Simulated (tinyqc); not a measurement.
Complex band structure along [001] in sp3s* tight binding: one step. Complex wave vectors at one energy in the gap. Five cases, with inputs chosen for the exercise.

Task: Solve det(H0 - E + z T + T^T/z) = 0 with E = Ev + dE, as the linear problem [[0, 1], [-T^T, E - H0]] x = z [[1, 0], [0, T]] x. Roots come as z, -z, 1/z and conjugates; list those with 0 < |z| < 1 and Re z, Im z >= 0, by falling |z|. Re kz = arg(z)/(pi/2) in units of 2 pi/a, kappa = -(4/a) ln|z|.

For k = (0, 0, kz) the phase sums are g0 = cos(phi) and g3 = i sin(phi), phi = kz a/4, and the s, pz, s* orbitals of anion (a) and cation (c) decouple from px, py. With z = exp(i phi), H(z) = H0 + z T + T^T/z for any complex z. H0 is diagonal (Esa, Epa, Exa, Esc, Epc, Exc). The anion-cation block is B(z) = z U + W/z and the cation-anion block z W^T + U^T/z, where U has Vss/2 (s,s), Vsapc/2 (s,z), -Vscpa/2 (z,s), Vxx/2 (z,z), Vxapc/2 (s*,z), -Vpaxc/2 (z,s*), and W has the same values with the s-z and s*-z signs reversed. |z| = 1 is a band state, |z| < 1 decays along [001] as exp(-kappa d) over a distance d, kappa = -(4/a) ln|z|. No spin-orbit coupling.

Case 1.

Values chosen (out of a larger set: near a published set for GaP, fitted to gaps, whose masses and valley positions are rough (light masses up to twice too heavy); not measured data): dE = 1.2 eV (E - Ev); a = 5.448 angstrom (lattice constant).

diagonal of H0 (eV): sa -8.175000, za 1.123000, s*a 8.454000, sc -2.182000, zc 4.091000, s*c 7.206000

T (eV), rows sa, za, s*a, sc, zc, s*c and columns alike:
```
[[0.000000, 0.000000, 0.000000, -3.736500, 2.122500, 0.000000],
 [0.000000, 0.000000, 0.000000, -3.158000, 1.078500, -2.535000],
 [0.000000, 0.000000, 0.000000, 0.000000, 2.318000, 0.000000],
 [-3.736500, 3.158000, 0.000000, 0.000000, 0.000000, 0.000000],
 [-2.122500, 1.078500, -2.318000, 0.000000, 0.000000, 0.000000],
 [0.000000, 2.535000, 0.000000, 0.000000, 0.000000, 0.000000]]
```

Ev = -0.011187 eV

Case 2.

Values chosen (out of a larger set: near a published set for GaSb, fitted to gaps, whose masses and valley positions are rough (light masses up to twice too heavy); not measured data): dE = 0.17 eV (E - Ev); a = 6.1 angstrom (lattice constant).

diagonal of H0 (eV): sa -7.331000, za 0.864000, s*a 6.671000, sc -3.933000, zc 2.914000, s*c 5.959000

T (eV), rows sa, za, s*a, sc, zc, s*c and columns alike:
```
[[0.000000, 0.000000, 0.000000, -3.054500, 2.451500, 0.000000],
 [0.000000, 0.000000, 0.000000, -2.327500, 0.789000, -2.094000],
 [0.000000, 0.000000, 0.000000, 0.000000, 2.514500, 0.000000],
 [-3.054500, 2.327500, 0.000000, 0.000000, 0.000000, 0.000000],
 [-2.451500, 0.789000, -2.514500, 0.000000, 0.000000, 0.000000],
 [0.000000, 2.094000, 0.000000, 0.000000, 0.000000, 0.000000]]
```

Ev = 0.007323 eV

Case 3.

Values chosen (out of a larger set: near a published set for GaAs, fitted to gaps, whose masses and valley positions are rough (light masses up to twice too heavy); not measured data): dE = 1.3 eV (E - Ev); a = 5.654 angstrom (lattice constant).

diagonal of H0 (eV): sa -8.325000, za 1.038000, s*a 8.575000, sc -2.661000, zc 3.681000, s*c 6.727000

T (eV), rows sa, za, s*a, sc, zc, s*c and columns alike:
```
[[0.000000, 0.000000, 0.000000, -3.223500, 2.234500, 0.000000],
 [0.000000, 0.000000, 0.000000, -2.901500, 0.978000, -2.409500],
 [0.000000, 0.000000, 0.000000, 0.000000, 2.412000, 0.000000],
 [-3.223500, 2.901500, 0.000000, 0.000000, 0.000000, 0.000000],
 [-2.234500, 0.978000, -2.412000, 0.000000, 0.000000, 0.000000],
 [0.000000, 2.409500, 0.000000, 0.000000, 0.000000, 0.000000]]
```

Ev = -0.001072 eV

Case 4.

Values chosen (out of a larger set: near a published set for InP, fitted to gaps, whose masses and valley positions are rough (light masses up to twice too heavy); not measured data): dE = 0.96 eV (E - Ev); a = 5.866 angstrom (lattice constant).

diagonal of H0 (eV): sa -8.519000, za 0.866000, s*a 8.245000, sc -1.478000, zc 4.035000, s*c 7.033000

T (eV), rows sa, za, s*a, sc, zc, s*c and columns alike:
```
[[0.000000, 0.000000, 0.000000, -2.686500, 1.119500, 0.000000],
 [0.000000, 0.000000, 0.000000, -2.763500, 0.940000, -2.240000],
 [0.000000, 0.000000, 0.000000, 0.000000, 1.713000, 0.000000],
 [-2.686500, 2.763500, 0.000000, 0.000000, 0.000000, 0.000000],
 [-1.119500, 0.940000, -1.713000, 0.000000, 0.000000, 0.000000],
 [0.000000, 2.240000, 0.000000, 0.000000, 0.000000, 0.000000]]
```

Ev = -0.008166 eV

Case 5.

Values chosen (out of a larger set: near a published set for GaP, fitted to gaps, whose masses and valley positions are rough (light masses up to twice too heavy); not measured data): dE = 1.28 eV (E - Ev); a = 5.453 angstrom (lattice constant).

diagonal of H0 (eV): sa -8.122000, za 1.129000, s*a 8.498000, sc -2.199000, zc 4.115000, s*c 7.175000

T (eV), rows sa, za, s*a, sc, zc, s*c and columns alike:
```
[[0.000000, 0.000000, 0.000000, -3.721500, 2.138000, 0.000000],
 [0.000000, 0.000000, 0.000000, -3.163000, 1.079000, -2.549000],
 [0.000000, 0.000000, 0.000000, 0.000000, 2.324500, 0.000000],
 [-3.721500, 3.163000, 0.000000, 0.000000, 0.000000, 0.000000],
 [-2.138000, 1.079000, -2.324500, 0.000000, 0.000000, 0.000000],
 [0.000000, 2.549000, 0.000000, 0.000000, 0.000000, 0.000000]]
```

Ev = -0.002121 eV

Give: Decaying roots.

Result:

Case 1.

Decaying roots:
```
Re z      Im z     |z|  Re kz (2 pi/a)  kappa (1/angstrom)
0.7861  0.0000  0.7861          0.0000              0.1767
0.0975  0.4516  0.4620          0.8646              0.5669
```

The slowest root has kappa = 0.1767 1/angstrom at Re kz = 0.000: a purely imaginary k at Gamma. The probability falls by exp(-2 kappa d), a factor 34.3 over 1 nm.

Case 2.

Decaying roots:
```
Re z      Im z     |z|  Re kz (2 pi/a)  kappa (1/angstrom)
0.9389  0.0000  0.9389          0.0000              0.0414
0.1349  0.4788  0.4975          0.8252              0.4578
```

The slowest root has kappa = 0.0414 1/angstrom at Re kz = 0.000: a purely imaginary k at Gamma. The probability falls by exp(-2 kappa d), a factor 2.29 over 1 nm.

Case 3.

Decaying roots:
```
Re z      Im z     |z|  Re kz (2 pi/a)  kappa (1/angstrom)
0.8957  0.0000  0.8957          0.0000              0.0780
0.1058  0.4974  0.5085          0.8666              0.4785
```

The slowest root has kappa = 0.0780 1/angstrom at Re kz = 0.000: a purely imaginary k at Gamma. The probability falls by exp(-2 kappa d), a factor 4.76 over 1 nm.

Case 4.

Decaying roots:
```
Re z      Im z     |z|  Re kz (2 pi/a)  kappa (1/angstrom)
0.8671  0.0000  0.8671          0.0000              0.0973
0.0000  0.3758  0.3758          1.0000              0.6674
0.0000  0.3133  0.3133          1.0000              0.7915
```

The slowest root has kappa = 0.0973 1/angstrom at Re kz = 0.000: a purely imaginary k at Gamma. The probability falls by exp(-2 kappa d), a factor 7 over 1 nm.

Case 5.

Decaying roots:
```
Re z      Im z     |z|  Re kz (2 pi/a)  kappa (1/angstrom)
0.7859  0.0000  0.7859          0.0000              0.1767
0.1009  0.4608  0.4718          0.8628              0.5511
```

The slowest root has kappa = 0.1767 1/angstrom at Re kz = 0.000: a purely imaginary k at Gamma. The probability falls by exp(-2 kappa d), a factor 34.3 over 1 nm.

Computed by tinyqc, one run a case: `OMP_NUM_THREADS=1 python tinyqc.py N N+1 out.jsonl` with N = 1451879, 1452357, 1452499, 1452528, 1452564; one thread of a shared Intel(R) Xeon(R) Processor @ 2.30GHz, about 0.02 s a run at most.
